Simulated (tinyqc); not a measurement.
Raising D: domain walls in a thin film with perpendicular anisotropy: Bloch, Neel and chiral walls, motion and stripe domains. Computed by tinyqc, a small Python program. Command: `OMP_NUM_THREADS=1 python tinyqc.py 3004070 3004071 out.jsonl mwall walk`. One thread of a shared host (Intel(R) Xeon(R) Processor @ 2.30GHz), about 0.01 s of CPU time with the checks.

One-dimensional wall: polar angle theta(x), azimuth phi of the moment in the wall (phi = 0 Neel, 90 degrees Bloch). mu_0 = 1.25663706212e-6 T m/A, gamma = 1.76085963023e11 rad/(s T).

Inputs (values chosen for the exercise, for a model film):
```
quantity                      value    unit
saturation magnetisation M_s   1070    kA/m
exchange stiffness A             18    pJ/m
uniaxial anisotropy K_u         797  kJ/m^3
DMI constant D                  1.2  mJ/m^2
thickness t                     1.8      nm
```

Method. K_eff = K_u - mu_0 M_s^2/2; Delta = sqrt(A/K_eff); sigma_0 = 4 sqrt(A K_eff); profile theta = 2 arctan exp(x/Delta); quality factor Q = 2 K_u/(mu_0 M_s^2). sigma(phi) = sigma_0 + 2 Delta K_D cos^2(phi) - pi D cos(phi), with the wall shape anisotropy K_D = N_x mu_0 M_s^2/2, N_x = t ln 2/(pi Delta). The minimum has cos(phi) = D/D_N for D < D_N = 4 Delta K_D/pi and phi = 0 beyond; sigma turns negative at D_c = (sigma_0 + 2 Delta K_D)/pi.

D_N = 0.363752 mJ/m^2

D_c = 1.68704 mJ/m^2

width parameter Delta = 15.2265 nm

sigma_0 = 4.72861 mJ/m^2

Wall against D; the last column is the Kaplan-Gehring width, log10[0.955 t exp(pi sigma/(mu_0 M_s^2 t))/nm], with a dash where it falls below 10 Delta and the formula fails:
```
D (mJ/m^2)  phi (degrees)  sigma (mJ/m^2)  sigma/sigma_0  log10 domain width
0.073              78.423          4.7056        0.99513              2.7144
0.180              60.341          4.5887        0.97041              2.6528
0.290              37.132          4.3654        0.92320              2.5352
0.340              20.820          4.2294        0.89443              2.4635
0.670               0.000          3.1951        0.67570                   -
1.000               0.000          2.1584        0.45646                   -
1.300               0.000          1.2159        0.25714                   -
1.500               0.000          0.5876        0.12427                   -
```

What follows from these numbers?

D_N is 22 % of D_c, so a small D fixes the chirality long before it lowers the energy much. Beyond D_N sigma falls by pi per unit of D, and the domain width, which has sigma in an exponent, drops by 0.3 decades over the valid rows (values above 6 mean a single domain in any device).

Extremes, crossings and ranges named in words are read from the listed rows.
